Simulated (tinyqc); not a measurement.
# One-dimensional ballistic tunnel FET, two-band WKB, step by step

Computed by the program tinyqc: `OMP_NUM_THREADS=1 python tinyqc.py 2620094 2620095 out.jsonl`, one thread of a shared Intel Xeon 2.30GHz, about 0.01 s for the whole run. Printed values are rounded.

A p-type source for x < 0 with its Fermi level at 0 and its valence edge at ds; in the channel the bands fall as D exp(-x/lam) towards their flat values, with the conduction edge at Ec = ds - dP and D = dP + Eg. The gate moves dP one to one. The drain Fermi level lies at -Vd and the drain side reflects nothing. For w = E - Ec between 0 and dP an electron crosses the gap. Two-band dispersion with equal masses m: inside the gap kappa = sqrt(m u (1 - u/Eg)/C), u the distance from a band edge, C = hbar^2/(2 m0).

Inputs (values chosen for the exercise); band and dielectric values close to those of indium arsenide: temperature T = 200 K; band gap Eg = 0.352 eV; band-edge mass of the two-band model m = 0.028 m0; screening length of the source junction lam = 3.7 nm; source valence edge above the source Fermi level ds = 0.14 eV; drain bias Vd = 0.5 V; number of degenerate subbands (spin apart) g = 1; tunnelling window Ev(source) - Ec(channel) dP = 0.25 eV; energy above the channel conduction edge w0 = 0.08 eV; cells of the path nc = 8; points of the energy grid nE = 13.

Constants: q = 1.602176634e-19 C, kB = 1.380649e-23 J/K, hbar = 1.054571817e-34 J s, h = 6.62607015e-34 J s, m0 = 9.1093837015e-31 kg, Vt = kB T/q, hbar^2/(2 m0) = 0.0380998212 eV nm^2. Results are converted to the units shown.

Range of the model: Where S is below about 2 the WKB prefactor of 1 is a rough guess.

## The path through the gap by the midpoint rule

At w = w0 the path runs from xa = lam ln(D/(w + Eg)) to xb = lam ln(D/w); u(x) = w + Eg - D exp(-x/lam) is the height above the valence edge. Cut it into nc equal cells: S = 2 (cell width) times the sum of kappa at the centres.

xa = 1.22778 nm
xb = 7.46745 nm
x, cell 0 to 7 (nm): [1.61776, 2.39772, 3.17768, 3.95764, 4.73760, 5.51756, 6.29751, 7.07747]
u, cell 0 to 7 (eV): [0.043215, 0.117109, 0.176959, 0.225433, 0.264694, 0.296493, 0.322248, 0.343108]
kappa, cell 0 to 7 (1/nm): [0.166914, 0.239649, 0.254304, 0.244071, 0.219655, 0.185365, 0.141482, 0.079812]
S = 2.38863

## The exponent in closed form

S(w) = 2 lam int_0^Eg kappa(u) du/(w + Eg - u) = 2 pi lam sqrt(m/(C Eg)) [w + Eg/2 - sqrt(w (w + Eg))], T(w) = exp(-S). The common triangular estimate is S = (4/3) lam sqrt(m/C) Eg^1.5/(dP + Eg) for all w.

S(w0) = 2.35465
T(w0) = 0.0949269
triangular S = 1.46715

The midpoint value is 1.4 % above the closed form, and the triangular estimate 38 % below it.

## Current on a coarse grid

S(w) = 2 lam int_0^Eg kappa(u) du/(w + Eg - u) = 2 pi lam sqrt(m/(C Eg)) [w + Eg/2 - sqrt(w (w + Eg))], T(w) = exp(-S). I = g (2 q^2/h) int_0^dP T(w) [f(E) - f(E + Vd)] dw, E = ds - dP + w, f(x) = 1/(1 + exp(x/Vt)). Simpson's rule on nE equally spaced points.

w, point 0 to 12 (eV): [0.000000, 0.020833, 0.041667, 0.062500, 0.083333, 0.104167, 0.125000, 0.145833, 0.166667, 0.187500, 0.208333, 0.229167, 0.250000]
T(w), point 0 to 12: [0.00270655, 0.0259546, 0.0493132, 0.0739127, 0.0989336, 0.123839, 0.148290, 0.172081, 0.195089, 0.217250, 0.238537, 0.258945, 0.278489]
difference of the f, point 0 to 12: [0.998312, 0.994368, 0.981383, 0.940255, 0.824519, 0.583818, 0.295184, 0.111141, 0.0359870, 0.0110223, 0.00331640, 9.92432e-4, 2.96501e-4]
I = 0.604466 uA

A converged quadrature gives 0.6051 uA; this grid is 0.11 % below that.
